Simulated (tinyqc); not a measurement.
Starting guesses with DIIS over 6 matrices: SCF starting guesses in the sto-6g basis, for H3+, spin multiplicity 1. Computed by the program tinyqc with PySCF. RHF with one setting changed at a time; a run stops when the energy changes by less than 1e-09 hartree and the error matrix is below 1e-5. Starts: the lowest orbitals of the core Hamiltonian, of the Wolfsberg-Helmholz matrix (K = 1.75), projected atomic densities, random orbitals, and the highest orbitals of the core Hamiltonian (a deliberately bad start).

Geometry (angstrom):
```
atom       x       y       z
H     0.0000  0.0000  0.0000
H     0.0000  0.0000  1.4030
H     0.0000  1.3360  0.7010
```

lowest restricted solution found by these runs and by PySCF = -1.133718 hartree

Largest element of the error matrix X^T (FDS - SDF) X:
```
iteration     core  Wolfsberg-Helmholz  atomic densities   random  highest core orbitals
1          2.9e-02             2.0e-02           3.3e-03  1.7e-01                8.9e-04
2          1.5e-03             1.0e-03           9.7e-03  2.5e-01                3.4e-01
3          1.2e-05             5.4e-06           6.6e-03  1.6e-01                3.4e-01
4          3.4e-07             4.9e-07           2.1e-04  3.6e-02                3.4e-01
5                -                   -           2.7e-04  9.7e-04                3.4e-01
6                -                   -           1.7e-04  4.4e-04                3.4e-01
8                -                   -           3.2e-08  7.6e-05                3.6e-02
10               -                   -                 -  6.8e-09                1.9e-04
```

How each run ends:
```
run                    iterations  E (hartree)         state
core                            4    -1.133718  lowest found
Wolfsberg-Helmholz              4    -1.133718  lowest found
atomic densities                9    -1.133718  lowest found
random                         10    -1.133718  lowest found
highest core orbitals          12    -1.133718  lowest found
```

What does the comparison show, and why?

5 of 5 runs reach the lowest restricted solution found, in 4 to 12 iterations (fastest: core, Wolfsberg-Helmholz). The first errors are 3e-02, 2e-02, 3e-03, 2e-01, 9e-04; the deliberately bad start has the smallest one, so a small first error does not mark a good start.
